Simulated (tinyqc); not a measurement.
The 3-omega method: a line heater on a substrate with a thin film: one step, computed by the program tinyqc. Command: `OMP_NUM_THREADS=1 python tinyqc.py 3014196 3014197 out.jsonl threeomega walk`. One thread of a shared host (Intel(R) Xeon(R) Processor @ 2.30GHz), about 0.01 s of CPU time with the checks.

A current at angular frequency omega = 2 pi f heats the line at 2 omega with the amplitude P per length; the temperature swing Delta T at 2 omega gives a voltage at 3 omega. The substrate is taken as semi-infinite and isotropic, and the heat capacity of heater and film is left out.

Question. Conductivity from the slope. Delta T_s = (P/(pi kappa)) int_0^infinity (sin x/x)^2 / sqrt(x^2 + (q b)^2) dx with (q b)^2 = i |q b|^2, averaged over the heater width (12 Gauss-Legendre points on each of the pieces 0, 14 log-spaced edges from 1e-5 to 1, and multiples of pi to 40 pi; the tail adds 1/(4 (40 pi)^2)). Take the in-phase swing at f and at 2f; in the narrow-line limit kappa = P ln 2/(2 pi [Delta T(f) - Delta T(2f)]), whatever the film and the heater width.

Inputs (values chosen for the exercise, modelled on hafnia on gallium oxide):
```
quantity                      value           unit
substrate conductivity kappa   21.8        W/(m K)
substrate heat capacity C      3.37  1e6 J/(m^3 K)
heater half-width b              22     micrometre
power amplitude per length P      6            W/m
current frequency f             240             Hz
```

in-phase Delta T_s = 0.1484931 K

Give: in-phase Delta T_s at 2f; kappa from the slope; error of the slope method.

Answer.

in-phase Delta T_s at 2f = 0.1204 K

kappa from the slope = 23.53 W/(m K)

error of the slope method = 7.934 %
